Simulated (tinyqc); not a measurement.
Trench capacitor in an array: capacitance, non-linearity, leakage and relaxation: one step of the calculation.

A film between two metal electrodes, each interface adding a series capacitance ci. The small-signal permittivity is ek (1 + aq E^2); the field is found with the linear permittivity. Leakage J = J0 sinh(E/Ef). After a voltage step the film passes a relaxation current kr C V tt^(-nr), tt being the time in seconds. The sidewall is a coaxial capacitor with radii a = dm/2 - t and b = dm/2, depth AR dm; the end face is left out.

Task. Cell capacitance, fields and time constant. Per length 1/c = ln(b/a)/(2 pi eps0 ek) + (1/a + 1/b)/(2 pi ci); cell capacitance c AR dm; per footprint over pt^2; fields c V/(2 pi eps0 ek r) at r = a and b; resistance of the inner electrode rho AR dm/(pi a^2); time constant R C/3 of the distributed line.

Parameters, values chosen for the exercise; permittivity of the order of that of hafnium oxide:
- ek = 22.3 (relative permittivity of the film)
- t = 14 nm (film thickness)
- ci = 140 uF/cm^2 (capacitance of each electrode interface (dead layer and screening))
- V = 0.6 V (bias)
- dm = 120 nm (diameter of the hole)
- AR = 50 (aspect ratio, depth over diameter)
- pt = 170 nm (pitch of the square array)
- rho = 110 uohm cm (resistivity of the inner electrode)

Constants: eps0 = 8.8541878128e-14 F/cm where lengths are in cm. Results are converted to the units shown.

Find: a; b; cell capacitance; capacitance per footprint; field at a; field at b; R; R C/3.

Result.

a = 46.000 nm
b = 60.000 nm
cell capacitance = 27.455 fF
capacitance per footprint = 95.000 uF/cm^2
field at a = 0.48110 MV/cm
field at b = 0.36884 MV/cm
R = 0.99284 kohm
R C/3 = 9.0862 ps

The array gives 68.7 times the planar capacitance per footprint; curvature makes the field at the inner electrode 1.15 times the planar value.

Numbers from tinyqc (`OMP_NUM_THREADS=1 python tinyqc.py 2102169 2102170 out.jsonl`; about 0.01 s on one thread of a shared Intel Xeon 2.30GHz).
